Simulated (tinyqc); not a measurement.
Grain-boundary trapping model (Seto) of a polycrystalline semiconductor film: one step, computed by the program tinyqc. Command: `OMP_NUM_THREADS=1 python tinyqc.py 3016659 3016660 out.jsonl poly walk`. One thread of a shared host (Intel(R) Xeon(R) Processor @ 2.30GHz), about 0.01 s of CPU time with the checks.

Grains of equal size L are joined by thin boundaries with one trap level. Trapped carriers deplete a width W on each side and raise a barrier, crossed by thermionic emission. Dopants are fully ionised, statistics are non-degenerate and mu_g does not depend on T.

Task: Critical doping. If all traps fill, the grain is just depleted at N* = Q_t/L, with the barrier e Q_t L/(8 eps eps_0).

Inputs (values chosen for the exercise, modelled on polycrystalline SiGe): permittivity eps = 13.5; grain size L = 380 nm; trap density Q_t = 1.2e+12 1/cm^2.

Grain interior: resistance included.

Constants: e = 1.602176634e-19 C; eps_0 = 8.8541878128e-12 F/m; k_B = 8.617333262e-05 eV/K.

Give: N*; barrier at N* with all traps filled.

Result:

N* = 3.158e+16 1/cm^3

barrier at N* with all traps filled = 0.7640 V
